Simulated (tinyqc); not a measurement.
# IGBT as a p-i-n diode in series with a MOS channel, on-state and switching loss: effect of the channel and accumulation resistance

High injection (n = p) in a drift layer from x = -W/2 (anode) to +W/2 (cathode side), recombination only in the layer with lifetime tau, ideal emitters. The channel feeds the cathode side and carries the whole current. Auger recombination, carrier-carrier scattering, emitter losses and the carrier dip under the p body are left out.

b = mn/mp, B = (b - 1)/(b + 1), La = sqrt(2 Vt mn mp tau/(mn + mp)), y = W/(2 La). n(x) = (tau J/(2 q La))[cosh(x/La)/sinh y - B sinh(x/La)/cosh y]. Vm = Vt [(8 b/(b + 1)^2)(sinh y/s) arctan(s sinh y) + B ln((1 + B tanh^2 y)/(1 - B tanh^2 y))], s = sqrt(1 - B^2 tanh^2 y); Vj = Vt ln(n(-W/2) n(W/2)/ni^2), ni = sqrt(Nc Nv) exp(-Eg/(2 Vt)), Eg in volts; Vc = J Rch; Von = Vm + Vj + Vc. Stored charge tau J, turn-off energy Eoff = ks tau J Vdc, loss at half duty 0.5 J Von + f Eoff. A unipolar device on the same layer has Vu = J (W/(q mn Nd) + Rch).

Parameters, values chosen for the exercise; material values close to those of silicon:
- T = 300 K (temperature)
- Eg = 1.13 eV (band gap)
- Nc = 2.82e19 cm^-3 (conduction-band density of states at T)
- Nv = 2.67e19 cm^-3 (valence-band density of states at T)
- mn = 1400 cm^2/(V s) (electron mobility)
- mp = 480 cm^2/(V s) (hole mobility)
- W = 350 um (width of the drift layer)
- Nd = 1.8e13 cm^-3 (doping of the drift layer)
- tau = 14 us (high-injection lifetime)
- J = 100 A/cm^2 (current density)
- Vdc = 1800 V (link voltage)
- ks = 0.04 (turn-off energy per stored charge and link voltage)
- f = 1 kHz (switching frequency)

Constants: q = 1.602176634e-19 C, kB = 1.380649e-23 J/K, Vt = kB T/q. Results are converted to the units shown.

The same in every row: y = 1.088; Eoff (mJ/cm^2) = 100.8.

Results:

| Rch (mohm cm^2) | Von (V) | Vu (V) | total loss (W/cm^2) |
|---|---|---|---|
| 0.2 | 0.9781 | 866.9 | 149.7 |
| 0.4 | 0.9981 | 866.9 | 150.7 |
| 0.78 | 1.036 | 867.0 | 152.6 |
| 1.5 | 1.108 | 867.0 | 156.2 |
| 6.1 | 1.568 | 867.5 | 179.2 |
| 12 | 2.158 | 868.1 | 208.7 |

Estimate the missing row, Rch = 3.1 mohm cm^2.

Computed row:

| Rch (mohm cm^2) | Von (V) | Vu (V) | total loss (W/cm^2) |
|---|---|---|---|
| 3.1 | 1.268 | 867.2 | 164.2 |

With this row back in the table: As Rch goes from 0.2 to 12 mohm cm^2, Von rises from 0.978 to 2.16 V, Eoff stays at 101 mJ/cm^2 and the total loss rises from 150 to 209 W/cm^2. Von is below Vu in 7 of the 7 rows. In every row the density at the anode passes 2e17 cm^-3, where Auger recombination and emitter losses matter.

tinyqc, about 0.01 s, one thread, Intel Xeon 2.30GHz (shared host): `OMP_NUM_THREADS=1 python tinyqc.py 2590041 2590042 out.jsonl`
